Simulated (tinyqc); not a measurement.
Inside a calculation. Method: plane-wave Kohn-Sham cycle with exchange-only LDA in a layered model solid. One step of it, computed by the program tinyqc.

Question. Iteration 1: potential. V_H(G) = 4 pi rho(G)/G^2 for G != 0 (uniform background); v_x = -(3 rho/pi)^(1/3); V = V_ext + V_H + v_x; Fourier components f(G_m) = (1/N) sum_j f(x_j) exp(-i G_m x_j).

A solid whose potential varies along x alone (atomic units):
```
parameter                      value
period a                   14.800000
cross-section of the cell  29.000000
electrons per cell                 2
grid points                       16
plane waves -n..n, n               2
k points                           1
V1 in V1 cos(2 pi x/a)     -0.330000
V2 in V2 cos(4 pi x/a)      0.110000
```

density at the start, on the grid x_j = j a/N (e/bohr^3): 0.00465983  0.00465983  0.00465983  0.00465983  0.00465983  0.00465983  0.00465983  0.00465983  0.00465983  0.00465983  0.00465983  0.00465983  0.00465983  0.00465983  0.00465983  0.00465983

Give: Potentials on the grid; V(G_m), m = 0, 1, 2, ....

Answer.

Potentials on the grid (hartree):
```
x          V_ext     V_H      v_x        V
0.0000   -0.2200  0.0000  -0.1645  -0.3845
0.9250   -0.2271  0.0000  -0.1645  -0.3916
1.8500   -0.2333  0.0000  -0.1645  -0.3978
2.7750   -0.2041  0.0000  -0.1645  -0.3685
3.7000   -0.1100  0.0000  -0.1645  -0.2745
4.6250    0.0485  0.0000  -0.1645  -0.1160
5.5500    0.2333  0.0000  -0.1645   0.0689
6.4750    0.3827  0.0000  -0.1645   0.2182
7.4000    0.4400  0.0000  -0.1645   0.2755
8.3250    0.3827  0.0000  -0.1645   0.2182
9.2500    0.2333  0.0000  -0.1645   0.0689
10.1750   0.0485  0.0000  -0.1645  -0.1160
11.1000  -0.1100  0.0000  -0.1645  -0.2745
12.0250  -0.2041  0.0000  -0.1645  -0.3685
12.9500  -0.2333  0.0000  -0.1645  -0.3978
13.8750  -0.2271  0.0000  -0.1645  -0.3916
```

V(G_m), m = 0, 1, 2, ... (hartree): -0.1645  -0.1650  0.0550  0.0000  0.0000
